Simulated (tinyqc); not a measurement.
From results back to parameters: carrier statistics of a doped semiconductor with parabolic bands. Three cases, with inputs chosen for the exercise.

Problem. With Boltzmann statistics and no minority carriers, n (n + NA)/(ND - NA - n) = K(T) = (N(T)/2) exp(-E/kB T), E the ionisation energy of the majority dopant and N = 2 (m kB T/(4 pi c))^(3/2) with c = hbar^2/2m0, in 1/angstrom^3; times 1e24 for 1/cm^3, m = m_d. E = ED is known; the two densities were computed from hidden ND and NA.

Constants: hbar^2/2m0 = 3.80998211 eV angstrom^2; kB = 8.617333262e-05 eV/K.

Find: K(Ta), K(Tb); ND; NA.

Method. Each temperature gives one linear equation, K ND - (K + n) NA = n^2 + K n; solve the pair.

Case 1.

Values chosen (near those of Ge; the results hold for these values, not for the real material): ED = 0.0119 eV (donor level below Ec); m_d = 0.533 m0 (density-of-states mass of the majority band); Ta = 15 K; Tb = 26 K.

n(Ta) = 5.112037e+12 1/cm^3
n(Tb) = 5.330361e+14 1/cm^3

Solution.

K(Ta), K(Tb) (1/cm^3): 5.481e+12  6.148e+14

ND = 2.90e+16 1/cm^3
NA = 1.50e+16 1/cm^3

Case 2.

Values chosen (near those of Si; the results hold for these values, not for the real material): ED = 0.0463 eV (donor level below Ec); m_d = 1.031 m0 (density-of-states mass of the majority band); Ta = 56 K; Tb = 95 K.

n(Ta) = 7.142625e+13 1/cm^3
n(Tb) = 1.528835e+14 1/cm^3

Solution.

K(Ta), K(Tb) (1/cm^3): 7.215e+13  8.187e+15

ND = 1.70e+14 1/cm^3
NA = 1.40e+13 1/cm^3

Case 3.

Values chosen (near those of InSb; the results hold for these values, not for the real material): ED = 0.00096 eV (donor level below Ec); m_d = 0.013 m0 (density-of-states mass of the majority band); Ta = 10 K; Tb = 16 K.

n(Ta) = 8.550054e+11 1/cm^3
n(Tb) = 8.846231e+11 1/cm^3

Solution.

K(Ta), K(Tb) (1/cm^3): 3.715e+13  1.142e+14

ND = 2.00e+12 1/cm^3
NA = 1.10e+12 1/cm^3

Computed by tinyqc, one run a case: `OMP_NUM_THREADS=1 python tinyqc.py N N+1 out.jsonl` with N = 1682335, 1682533, 1682653; one thread of a shared Intel(R) Xeon(R) Processor @ 2.30GHz, about 0.01 s a run at most.
